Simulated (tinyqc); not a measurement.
Size effects in the resistivity of thin metal films and interconnect lines. Changing the grain-boundary reflection R. Computed by tinyqc, a small Python program. Command: `OMP_NUM_THREADS=1 python tinyqc.py 3022906 3022907 out.jsonl size sweep`. One thread of a shared host (Intel(R) Xeon(R) Processor @ 2.30GHz), about 0.01 s of CPU time with the checks.

Electrons lose their drift at surfaces (a share 1 - p of the hits) and at grain boundaries (reflection R), besides bulk scattering.

Inputs (values chosen for the exercise, modelled on gold):
```
quantity,value,unit
bulk resistivity rho_b,2.16,microohm cm
bulk mean free path lambda,36.4,nm
specularity p,0,-
film thickness h,9.2,nm
grain size over thickness,1,-
```

Geometry: film.

Method:
- D = (ratio) h.
- Mayadas-Shatzkes: alpha = (lambda/D) R/(1 - R); rho_b/rho = 1 - 3 alpha/2 + 3 alpha^2 - 3 alpha^3 ln(1 + 1/alpha).
- Fuchs-Sondheimer film: rho_b/rho = 1 - (3/(2 kappa))(1 - p) int_0^1 (s - s^3)(1 - exp(-kappa/s))/(1 - p exp(-kappa/s)) ds, f = rho/rho_b, kappa = thickness/lambda, 80 Gauss-Legendre points.
- Both together (Mayadas-Shatzkes film): rho_b/rho = (rho_b/rho of the grains alone) - (6/(pi kappa))(1 - p) int_0^(pi/2) dphi int_0^1 ds (cos^2 phi/H^2)(s - s^3)(1 - exp(-kappa H/s))/(1 - p exp(-kappa H/s)), H = 1 + alpha/(cos phi sqrt(1 - s^2)), 40 x 80 Gauss-Legendre points.
- Sheet resistance rho/h; additive estimate rho_b (f_surface + f_grain - 1).

One run for each value:
```
grain-boundary reflection R,resistivity rho (microohm cm),rho/rho_b from grains,alpha
0.05,6.52,1.30,0.21
0.16,8.16,2.05,0.75
0.26,9.98,2.90,1.39
0.37,12.60,4.15,2.32
0.48,16.30,5.93,3.65
0.59,22.03,8.65,5.69
0.69,30.84,12.80,8.81
0.80,50.92,22.17,15.83
```

Over the rows, resistivity rho (microohm cm) rises from 6.52 to 50.9 (exponent d ln y / d ln x 0.19 between the first rows and 3.4 between the last); rho/rho_b from grains rises from 1.30 to 22.2 (exponent d ln y / d ln x 0.39 between the first rows and 3.7 between the last); alpha rises from 0.208 to 15.8 (exponent d ln y / d ln x 1.1 between the first rows and 4.0 between the last).
